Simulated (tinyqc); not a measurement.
## Schottky emission and Poole-Frenkel conduction in an insulator, and how to tell them apart: effect of temperature

Schottky emission (electrode-limited): J = As T^2 exp[-(pb - b sqrt(F))/Vt], b = sqrt(q/(4 pi eps0 ei)). Poole-Frenkel emission (bulk-limited): J = s0 F exp[-(pt - 2 b sqrt(F))/Vt]. F in V/cm.

Both formulas at the same field.

Values chosen for this exercise; dielectric values close to those of aluminium oxide:
```
symbol  value          unit                               meaning
ei       3.31                high-frequency relative permittivity
pt       0.77            eV                            trap depth
s0       0.32          S/cm               Poole-Frenkel prefactor
pb       1.46            eV                     electrode barrier
As         20  A/(cm^2 K^2)                   Richardson constant
F         0.9         MV/cm                                 field
```

Constants: q = 1.602176634e-19 C, kB = 1.380649e-23 J/K, Vt = kB T/q, eps0 = 8.8541878128e-14 F/cm where lengths are in cm. Results are converted to the units shown.

Result of one run:
```
T (K)	J, Schottky (A/cm^2)	J, Poole-Frenkel (A/cm^2)	ratio
260	4.6364e-19	0.016028	2.8926e-17
```

What becomes of these results when the temperature T is changed from 260 to 340 K, all else the same?

Result of the changed run:
```
T (K)	J, Schottky (A/cm^2)	J, Poole-Frenkel (A/cm^2)	ratio
340	4.5249e-13	0.81625	5.5435e-13
```

The whole series:
```
T (K)	J, Schottky (A/cm^2)	J, Poole-Frenkel (A/cm^2)	ratio
225	5.4320e-23	0.0011923	4.5557e-20
260	4.6364e-19	0.016028	2.8926e-17
300	1.1284e-15	0.14864	7.5909e-15
340	4.5249e-13	0.81625	5.5435e-13
380	5.2665e-11	3.1317	1.6817e-11
420	2.5273e-9	9.3005	2.7174e-10
475	1.8330e-7	30.797	5.9519e-9
```

The Schottky current grows by 15.5 decades and the Poole-Frenkel current by 4.41, as their lowered barriers are 1.26 and 0.374 eV. A tunnelling current would hardly change over this range.

Computed by the program tinyqc: `OMP_NUM_THREADS=1 python tinyqc.py 2370123 2370124 out.jsonl`, one thread of a shared Intel Xeon 2.30GHz, about 0.01 s for the whole run.
